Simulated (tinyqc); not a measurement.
From results back to parameters: Boltzmann transport in a parabolic band with a power-law relaxation time. Two cases, with inputs chosen for the exercise.

Problem. The Seebeck coefficient and the Hall density nH = n/rH are given; md is hidden (a Pisarenko analysis).

F_j(eta) = (1/Gamma(j + 1)) integral_0^infinity x^j dx/(1 + exp(x - eta)), which tends to exp(eta) for eta << 0.

n = N F_1/2(eta) with N = 2 (m kB T/(4 pi c))^(3/2) with c = hbar^2/2m0, in 1/angstrom^3; times 1e24 for 1/cm^3, m = md.

tau = tau0 x^r with x = E/kT. With K_j = Gamma(j + 1) F_j(eta): <tau> = tau0 (r + 3/2) K_(r+1/2)/((3/2) K_(1/2)); mu = <tau>/(mc m0/e), m0/e = 5.685630e-12 kg/C; Hall factor rH = (3/2) K_(1/2) (2r + 3/2) K_(2r+1/2)/((r + 3/2) K_(r+1/2))^2; Seebeck S = -(kB/e) [(r + 5/2) K_(r+3/2)/((r + 3/2) K_(r+1/2)) - eta]; Lorenz number L = (kB/e)^2 [(r + 7/2) K_(r+5/2)/((r + 3/2) K_(r+1/2)) - ((r + 5/2) K_(r+3/2)/((r + 3/2) K_(r+1/2)))^2]; kB/e in V/K. Valley anisotropy is left out of rH.

Constants: hbar^2/2m0 = 3.80998211 eV angstrom^2; kB = 8.617333262e-05 eV/K.

Case 1.

Values chosen (out of a larger set: masses near those of Ge; tau0 is set for a mobility of the usual size at this n, kL is a free input; freeze-out and phonon drag, which matter near 77 K, are left out; not measured data): r = 0 (exponent of tau); T = 300 K.

S = -226.923 microvolt/K
nH = 9.9000e+18 1/cm^3

Case 2.

Values chosen (out of a larger set: masses near those of GaN; tau0 is set for a mobility of the usual size at this n, kL is a free input; freeze-out and phonon drag, which matter near 77 K, are left out; not measured data): r = 1.5 (exponent of tau); T = 500 K.

S = -155.250 microvolt/K
nH = 3.1869e+19 1/cm^3

Find: eta; rH; n; md.

Solution. S depends on eta alone and |S| falls steadily with it; eta gives rH and so n, and N = n/F_1/2(eta) gives md from N proportional to md^(3/2).

Case 1.

eta = 0.28
rH = 1.000
n = 9.9e+18 1/cm^3
md = 0.557 m0

Case 2.

eta = 4.51
rH = 1.224
n = 3.9e+19 1/cm^3
md = 0.207 m0

Computed by tinyqc, one run a case: `OMP_NUM_THREADS=1 python tinyqc.py N N+1 out.jsonl` with N = 1652575, 1652579; one thread of a shared Intel(R) Xeon(R) Processor @ 2.30GHz, about 0.02 s a run at most.
